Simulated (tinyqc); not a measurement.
Donor in an ellipsoidal valley (Kohn-Luttinger variational method). Which input was changed? Computed by tinyqc, a small Python program. Command: `OMP_NUM_THREADS=1 python tinyqc.py 3015210 3015211 out.jsonl kohnlutt which`. One thread of a shared host (Intel(R) Xeon(R) Processor @ 2.30GHz), about 0.3 s of CPU time with the checks.

H = -(d^2/dx^2 + d^2/dy^2) - gamma d^2/dz^2 - 2/r in units built on m_t, with gamma = m_t/m_l and z along the valley axis. One valley; no valley-orbit or central-cell term.

Inputs (values chosen for the exercise, modelled on 3C-SiC): transverse mass m_t = 0.247 m_0; longitudinal mass m_l = 0.696 m_0; dielectric constant eps = 9.93.

Constants: Ry = 13.605693123 eV; a_0 = 0.529177210903 angstrom.

Method:
- Ry* = Ry m_t/eps^2, a* = a_0 eps/m_t, gamma = m_t/m_l.
- Trial function exp(-sqrt((x^2 + y^2)/a^2 + z^2/b^2)) with beta = b/a < 1: E = t/a^2 - u/a, t = (2 + gamma/beta^2)/3, u = 2 arcsin(sqrt(1 - beta^2))/sqrt(1 - beta^2); the best a is 2 t/u and E(beta) = -u^2/(4 t).
- Golden-section search on beta from 0.05 to 0.999, 60 steps.
- Gaussian basis: g = P exp(-al (x^2 + y^2) - be z^2) with P = 1 (s-like), z (2p0) or x (2p+-); al = 0.004 x 2.6^k, k = 0..11, and be/al = 1, gamma^(-1/2) or 1/gamma (36 functions); 1/r = (2/sqrt(pi)) int exp(-t^2 r^2) dt by 48 Gauss-Legendre points after t = sqrt(al_i + al_j) tan(theta); overlap eigenvalues below 1e-10 are dropped.

Problem. One of these inputs alone was changed, within the range given: transverse mass m_t (0.1235 to 0.494); longitudinal mass m_l (0.348 to 1.392); dielectric constant eps (4.965 to 19.86). Which one, and to what value?

Results:

| run | 2p+- binding energy (meV) | 2p0 binding energy (meV) | radius a of the 1s trial function (angstrom) |
|---|---|---|---|
| before | 10.18293 | 15.14025 | 17.39210 |
| after | 13.54456 | 20.13841 | 15.08016 |

Solution.

Each candidate set to reproduce 2p+- binding energy, and what it then gives:

| candidate | range searched | value needed | 2p0 binding energy (meV) | radius a of the 1s trial function (angstrom) |
|---|---|---|---|---|
| transverse mass m_t (m_0) | 0.1235 to 0.494 | 0.3461 | 17.774 | 13.196 |
| longitudinal mass m_l (m_0) | 0.348 to 1.392 | out of reach | - | - |
| dielectric constant eps | 4.965 to 19.86 | 8.610 | 20.138 | 15.080 |

Only dielectric constant eps fits every result: it went from 9.93 to 8.61. The next best candidate, transverse mass m_t, misses one result by 12 %.
